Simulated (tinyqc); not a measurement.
Polytypes by hexagonality, and a cubic inclusion as a quantum well: one step. The bound level without the field. Two cases, with inputs chosen for the exercise.

Task: Give V, L, the level E, its depth below the host conduction edge and the transition to the valence top of the host, gap(host) - (V - E).

Gap: E3 + (E2 - E3) h. Valence top Ev2 h and polarisation P2 h, both counted from 3C; Ec = Ev + gap.

A cubic inclusion of width L = N d in the host (h = 1) is a well of depth V = Ec(host) - Ec(3C). Square well with mass mismatch: k tan(k L/2) = (m_w/m_b) q, k = sqrt(m_w E/c), q = sqrt(m_b (V - E)/c), c = hbar^2/2m0, lowest root. The depth of the level, V - E, is its binding, and the transition to the valence top of the host is gap(host) - (V - E). The step in polarisation gives a field |F| = |P|/(eps eps0) in a thin inclusion, eps0 = 8.8541878e-12 F/m.

Constants: hbar^2/2m0 = 3.80998211 eV angstrom^2.

Case 1.

Values chosen (of the order of those of InAs; shifted at random, so the results belong to these values and not to a real crystal): E3 = 0.418 eV (gap of the cubic polytype); E2 = 0.456 eV (gap of 2H); Ev2 = 0.046 eV (valence top of 2H above that of 3C); P2 = 0.0022 C/m^2 (spontaneous polarisation of 2H); m = (0.026, 0.026) m0 (electron mass along c in the cubic layer and in the host); d = 3.507 angstrom (thickness of a double layer); eps = 15.2 (dielectric constant); N = 6 (double layers in the cubic inclusion).

Case 2.

Values chosen (of the order of those of InP; shifted at random, so the results belong to these values and not to a real crystal): E3 = 1.425 eV (gap of the cubic polytype); E2 = 1.497 eV (gap of 2H); Ev2 = 0.041 eV (valence top of 2H above that of 3C); P2 = -0.002 C/m^2 (spontaneous polarisation of 2H); m = (0.076, 0.084) m0 (electron mass along c in the cubic layer and in the host); d = 3.393 angstrom (thickness of a double layer); eps = 12.7 (dielectric constant); N = 6 (double layers in the cubic inclusion).

Give: V; L; E above the bottom; depth below the host edge; transition.

Result:

Case 1.

V = 0.0840 eV
L = 21.042 angstrom
E above the bottom = 0.0791 eV
depth below the host edge = 0.0049 eV
transition = 0.4511 eV

The level keeps 6 % of the well depth. The transition lies above the gap of 3C itself (0.418 eV).

Case 2.

V = 0.1130 eV
L = 20.358 angstrom
E above the bottom = 0.0913 eV
depth below the host edge = 0.0217 eV
transition = 1.4753 eV

The level keeps 19 % of the well depth. The transition lies above the gap of 3C itself (1.425 eV).

Computed by tinyqc, one run a case: `OMP_NUM_THREADS=1 python tinyqc.py N N+1 out.jsonl` with N = 1850836, 1851247; one thread of a shared Intel(R) Xeon(R) Processor @ 2.30GHz, about 0.08 s a run at most.
